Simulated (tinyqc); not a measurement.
Comparisons within one model: thresholds of impact ionisation and Auger recombination from band masses. A value that a table varies takes the place of the one given here.

Parabolic bands, no phonon. At threshold the three slow carriers share one velocity. With M their total mass and m4 the mass of the fast carrier, the fast carrier has the kinetic energy E_T = G M/(M - m4) and the slow ones together E_a = G m4/(M - m4), the activation energy of the Auger rate. CCCH (fast electron): G = Eg, M = 2 me + mh, m4 = me. CHHS (hole into the split-off band): G = Eg - Dso, M = 2 mh + me, m4 = ms; this form holds for Eg > Dso (below, the process needs about Dso - Eg and is marked by a dash). CHHL (hole into the light band): G = Eg, M = 2 mh + me, m4 = ml. CHHH (fast heavy hole): G = Eg, M = 2 mh + me, m4 = mh.

Non-parabolic fast electron: E (1 + alpha E) = c k^2/me with alpha = (1 - me)^2/Eg; the slow carriers stay parabolic, so E_T = Eg + me E_T (1 + alpha E_T)/M, M = 2 me + mh (the root between Eg and 1.9 Eg).

Constants: kB = 8.617333262e-05 eV/K; hc = 1239.841984 eV nm.

Parameters, chosen for this exercise (near those of CdTe, gap at low temperature and not tied to T; the results hold for these values, not for the real material): Eg = 1.586 eV (gap at Gamma to the s-like level); Dso = 0.913 eV (spin-orbit splitting); me = 0.0963 m0 (electron mass at Gamma); mh = 0.61 m0 (heavy-hole mass); ms = 0.285 m0 (split-off mass); ml = 0.1151 m0 (light-hole mass); T = 350 K (temperature).

## The gap of an alloy series

Eg is varied with me and ml proportional to it; mh, ms and Dso are kept. E_a of three processes; wavelength hc/Eg.

Results:

| Eg (eV) | wavelength (micrometre) | me | CCCH (meV) | CCCH non-parabolic (meV) | CHHS (meV) | CHHL (meV) | log10 exp(-E_a/kT), non-parabolic |
|---|---|---|---|---|---|---|---|
| 0.476 | 2.60 | 0.0289 | 21.5 | 45.9 | - | 13.5 | -0.66 |
| 0.793 | 1.56 | 0.0481 | 58.0 | 129.1 | - | 37.7 | -1.86 |
| 1.190 | 1.04 | 0.0723 | 126.0 | 294.9 | 78.4 | 85.2 | -4.25 |
| 1.586 | 0.78 | 0.0963 | 216.2 | 530.8 | 186.0 | 152.0 | -7.64 |
| 1.983 | 0.63 | 0.1204 | 326.9 | 839.1 | 288.9 | 238.5 | -12.08 |
| 2.538 | 0.49 | 0.1541 | 511.9 | 1388.5 | 425.2 | 392.9 | -19.99 |
| 3.172 | 0.39 | 0.1926 | 761.2 | 2167.0 | 571.0 | 617.6 | -31.20 |

E_a of CCCH goes nearly as Eg^2 (power 1.88 over the table), as both G and me grow; the non-parabolic value goes with the power 2.03, and its Boltzmann factor spans 30.5 decades; rows with E_a far above kT are formal, since phonon-assisted processes and side valleys rule there. CHHS is resonant at Eg = Dso = 0.913 eV, with no activation, and is the easiest process near there; it has the lowest E_a of the parabolic values for Eg = 1.19 and 3.172 eV.

## The mass ratio

mu = me/mh is varied; thresholds in units of Eg for ionisation started by an electron, (1 + 2 mu)/(1 + mu), and by a heavy hole, (2 + mu)/(1 + mu).

Results:

| mu | electron (Eg) | hole (Eg) | electron (eV) | hole (eV) |
|---|---|---|---|---|
| 0.020 | 1.0196 | 1.9804 | 1.617 | 3.141 |
| 0.158 | 1.1364 | 1.8636 | 1.802 | 2.956 |
| 0.290 | 1.2248 | 1.7752 | 1.943 | 2.815 |
| 0.340 | 1.2537 | 1.7463 | 1.988 | 2.770 |
| 0.460 | 1.3151 | 1.6849 | 2.086 | 2.672 |
| 1.000 | 1.5000 | 1.5000 | 2.379 | 2.379 |
| 2.500 | 1.7143 | 1.2857 | 2.719 | 2.039 |

The two thresholds add up to 3 Eg in every row and are equal, 3/2 Eg, at mu = 1. The lighter carrier has the lower threshold; in the first row the two differ by 1.524 eV, which would favour one carrier in avalanche multiplication. Real ionisation rates depend on the whole band structure and can be nearly equal although the edge masses differ.

## What each parameter does

Activation energies. Each row changes one parameter from the base and keeps the others.

Results:

| case | CCCH (meV) | CCCH non-parabolic (meV) | CHHL (meV) | CHHS (meV) |
|---|---|---|---|---|
| base | 216.24 | 530.84 | 151.97 | 185.98 |
| Eg = 1.7446 eV | 237.87 | 583.93 | 167.17 | 229.81 |
| Dso = 0.8217 eV | 216.24 | 530.84 | 151.97 | 211.21 |
| me = 0.0867 m0 | 197.37 | 475.51 | 153.20 | 187.73 |
| mh = 0.549 m0 | 236.68 | 605.86 | 169.15 | 210.94 |
| ms = 0.3135 m0 | 216.24 | 530.84 | 151.97 | 210.40 |
| ml = 0.1036 m0 | 216.24 | 530.84 | 135.49 | 185.98 |

The largest shifts from the base row, up to three for each result and ties (the steps differ in size, so this ranks the rows, not the parameters). CCCH (meV): Eg +21.62, mh +20.44, me -18.87; unchanged at the printed digits by Dso, ms and ml. CCCH non-parabolic (meV): mh +75.02, me -55.33, Eg +53.08; unchanged at the printed digits by Dso, ms and ml. CHHL (meV): mh +17.18, ml -16.48, Eg +15.20; unchanged at the printed digits by Dso and ms. CHHS (meV): Eg +43.83, Dso +25.23, mh +24.95; unchanged at the printed digits by ml.

Program tinyqc; command `OMP_NUM_THREADS=1 python tinyqc.py 1880526 1880527 out.jsonl`; about 0.01 s on one thread of a shared Intel(R) Xeon(R) Processor @ 2.30GHz.
